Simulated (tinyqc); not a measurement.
Drifting, spreading and decaying minority pulse (Haynes-Shockley), explicit time steps: two steps of the calculation.

Low injection in a uniform field: dn/dt = D d2n/dx2 - v dn/dx - n/tau with D = mu Vt and v = mu F towards +x. Exact solution on an infinite bar for a Gaussian start at x0: n = N0 exp(-t/tau) exp(-(x - x0 - v t)^2/(2 s^2))/sqrt(2 pi s^2), s^2 = s0^2 + 2 D t.

Inputs (values chosen for the exercise); mobility close to that of germanium at room temperature:
- T = 350 K (temperature)
- mu = 1890 cm^2/(V s) (minority-carrier mobility)
- F = 54 V/cm (sweep field along the drift)
- hx = 11 um (mesh step)
- tau = 1.2e-7 s (lifetime)
- dt = 4.8e-9 s (time step)

Constants: q = 1.602176634e-19 C, kB = 1.380649e-23 J/K, Vt = kB T/q. Results are converted to the units shown.

Task 1. Coefficients of the scheme. Exponentially fitted fluxes: d = F hx/Vt, B(d) = d/(exp(d) - 1), k = D dt/hx^2; (L n)_i = a n_(i-1) + b n_i + c n_(i+1) with a = k B(-d), c = k B(d), b = -a - c - dt/tau. Explicit steps keep n positive for dt up to 1/[(D/hx^2)(B(d) + B(-d)) + 1/tau].

Find: D; v; d; a; b; c; positivity limit of dt.

Result 1.

D = 57.00 cm^2/s
v = 1.021e5 cm/s
d = 1.969
a = 0.5176
b = -0.6298
c = 0.07222
positivity limit of dt = 7.622e-9 s

Task 2. Densities after a time step. (L n)_i = a n_(i-1) + b n_i + c n_(i+1), n = 0 beyond the ends. Explicit step: n(new) = n + L n.

a = 0.51757109
b = -0.62978946
c = 0.072218366

| node | n at t = 1 dt (1e13 cm^-3) |
|---|---|
| 1 | 0.0291105 |
| 2 | 0.1704829 |
| 3 | 0.5476659 |
| 4 | 1.0075633 |
| 5 | 1.0295837 |
| 6 | 0.5460545 |
| 7 | 0.1395418 |
| 8 | 0.0162839 |
| 9 | 0.0008421 |
| 10 | 0.0000190 |
| 11 | 0.0000002 |

Wanted: n at t = 2 dt.

Result 2.

| node | n at t = 2 dt (1e12 cm^-3) |
|---|---|
| 1 | 0.231 |
| 2 | 1.177 |
| 3 | 3.638 |
| 4 | 7.308 |
| 5 | 9.421 |
| 6 | 7.451 |
| 7 | 3.355 |
| 8 | 0.783 |
| 9 | 0.087 |
| 10 | 0.004 |
| 11 | 0.000 |

Program tinyqc, `OMP_NUM_THREADS=1 python tinyqc.py 2310017 2310018 out.jsonl`; Intel Xeon 2.30GHz, shared host, one thread, about 0.01 s.
